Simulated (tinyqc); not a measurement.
## Dopant mobility from one pulse

Problem. With linear drift and no window, R = Ron x + Roff (1 - x), dx/dt = k i, k = mv Ron/D^2, and so R^2 = R0^2 - 2 k (Roff - Ron) phi after the flux phi. Find x0, k, mv and the charge passed.

Parameters, values chosen for the exercise: resistance of the fully doped film Ron = 100 ohm; resistance of the undoped film Roff = 40000 ohm; film thickness D = 15 nm.

R before and after a pulse of flux 2.1 V s (ohm): [32020, 17824.713]

Solution. R^2 is linear in the flux and R is linear in the charge.

x0 = 0.2000
k = 4222 1/C
mv = 9.500e-15 m^2/(V s)
charge = 84.26 uC

Numbers from tinyqc (`OMP_NUM_THREADS=1 python tinyqc.py 2880149 2880150 out.jsonl`; about 0.3 s on one thread of a shared Intel Xeon 2.30GHz).
